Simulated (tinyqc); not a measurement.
# Resistance of a circular point contact between the ballistic and the diffusive limit: effect of the mean free path

Two half-spaces of a free-electron metal (one valley, spin 2) meet through a circular opening of radius a in an insulating sheet.

kF = (3 pi^2 n)^(1/3), resistivity rho = hbar kF/(n q^2 l). Maxwell: RM = rho/(2 a); Sharvin: RS = 4 rho l/(3 pi a^2); interpolation R = RS + gamma RM, gamma = (1 + 0.83 K)/(1 + 1.33 K), K = l/a.

Inputs (values chosen for the exercise):

| symbol | value | unit | meaning |
|---|---|---|---|
| n | 7.9e22 | cm^-3 | free-electron density |
| a | 13 | nm | radius of the opening |

Constants: q = 1.602176634e-19 C, hbar = 1.054571817e-34 J s. Results are converted to the units shown.

The same in every row: RS (ohm) = 1.7336.

Effect of the mean free path:
```
l (nm)	K = l/a	RM (ohm)	R (ohm)
0.72	0.055385	36.876	37.658
1.7	0.13077	15.618	16.482
4.1	0.31538	6.4757	7.4899
9.8	0.75385	2.7092	3.9329
23	1.7692	1.1544	2.5834
56	4.3077	0.47411	2.0560
130	10.000	0.20423	1.8664
320	24.615	0.082970	1.7863
```

What does the table show?

R falls from 37.7 to 1.79 ohm. RS stays at 1.73 ohm, since rho l depends on n alone, and R is 3.0 % above it in the last row: a cleaner metal cannot lower R below the Sharvin value.

Numbers from tinyqc (`OMP_NUM_THREADS=1 python tinyqc.py 2760059 2760060 out.jsonl`; about 0.01 s on one thread of a shared Intel Xeon 2.30GHz).
